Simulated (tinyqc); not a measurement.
Inside a calculation: conductance of a narrow metal strip with scatterers (square lattice, Green functions). Values are carried at full precision from step to step, so a last printed digit may differ when a step is redone from the rounded ones.

A strip of W sites across with hard walls, site energy 0 and hopping -t. Mode n = 1 to W has profile chi_n(j) = sqrt(2/(W + 1)) sin(n j pi/(W + 1)) and energy en = -2t cos(n pi/(W + 1)); E = en - 2t cos(kn a). With z_n = exp(i kn a) (Im k > 0 for closed modes, |z| < 1) each lead gives the self-energy -t z_n in mode n. One column carries the site energies v, here a uniform barrier across the strip, as of a grain boundary. In the mode basis V_nm = sum_j chi_n(j) v_j chi_m(j), G = (E - en + 2 t z_n - V)^-1, and t_nm = 2t sqrt(sin(kn a) sin(km a)) G_nm in size for open modes. T = sum |t_nm|^2, conductance (2e^2/h) T.

Constants: e^2/h = 3.874045865e-05 S.

Values chosen for the exercise (hopping and spacing of the size met in Cu or Al; the lattice is a model; not measured data): t = 1.45 eV (hopping); a = 2.41 angstrom (spacing); W = 3 (sites across); E = -1.65 eV (Fermi energy); v = (2.7, 2.7, 2.7) eV (site energies in the scattering column).

## Modes at the Fermi energy

For each n: en, cos(kn a) = (en - E)/(2t), z_n and the velocity 2 t a sin(kn a) (zero if closed).

Modes:
```
n  en (eV)  cos(k a)                  z  dE/dk (eV angstrom)
1  -2.0506  -0.13814  -0.13814+0.99041i               6.9220
2   0.0000   0.56897   0.56897+0.82236i               5.7475
3   2.0506   1.27607            0.48338               0.0000
```

2 of 3 modes are open, so the clean strip has a resistance of 6453 ohm, whatever its length.

## The scatterer in the mode basis

Form V_nm.

V (eV), lower triangle:
```
        n=1     n=2     n=3
n=1  2.7000
n=2       0  2.7000
n=3       0       0  2.7000
```

A uniform column does not mix the modes.

## Green function and transmission

E - en + 2 t z_n = 2t (z_n - cos(kn a)). Invert, form |t_nm|^2 = (2t)^2 Im(z_n) Im(z_m) |G_nm|^2 and sum. The added resistance is 1/(2 (e^2/h) T) less the same for the clean strip.

G (1/eV):
```
                 n=1              n=2      n=3
n=1  -0.1738-0.1848i           0.0000   0.0000
n=2           0.0000  -0.2081-0.1838i   0.0000
n=3           0.0000           0.0000  -0.2000
```

|t_nm|^2, lower triangle:
```
        n=1     n=2  n=3
n=1  0.5309
n=2       0  0.4383
n=3       0       0    0
```

T = 0.9691
added resistance = 6864 ohm

Mode 2 passes least (0.438) and mode 1 most (0.531); 0.0 % of the transmitted flux changes mode.

## Checks

- Transmitted plus reflected flux against the number of open modes: both 2.00000.

(tinyqc, `OMP_NUM_THREADS=1 python tinyqc.py 1450882 1450883 out.jsonl`, Intel(R) Xeon(R) Processor @ 2.30GHz, 1 thread, shared host, about 0.01 s.)
